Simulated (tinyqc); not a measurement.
Equilibrium and kinetic segregation of a solute to boundaries and growing surfaces: one step, computed by the program tinyqc. Command: `OMP_NUM_THREADS=1 python tinyqc.py 3001107 3001108 out.jsonl segreg walk`. One thread of a shared host (Intel(R) Xeon(R) Processor @ 2.30GHz), about 0.01 s of CPU time with the checks.

Task: Depletion of small grains. With theta the solute fraction on boundary sites and x that in the grains, theta/(1 - theta) = [x/(1 - x)] exp[Q/(k_B T)]. Finite grains: boundary sites are the fraction f = 3 delta/d, and x0 = (1 - f) x + f theta; solve both equations for theta; share at boundaries = f theta/x0.

Inputs (values chosen for the exercise, for a model alloy):
```
quantity                   value  unit
segregation energy Q       0.689    eV
total solute fraction x0  0.0007     -
temperature T               1250     K
grain size d                 410    nm
boundary thickness delta    0.44    nm
```

Isotherm: Langmuir-McLean.

Constants: k_B = 8.617333262e-05 eV/K.

Give: site fraction f; coverage theta; fraction x left in the grains; share of solute at boundaries; enrichment theta/x.

Result:

site fraction f = 0.003220

coverage theta = 0.1361

fraction x left in the grains = 2.627e-04

share of solute at boundaries = 62.60 %

enrichment theta/x = 518.2
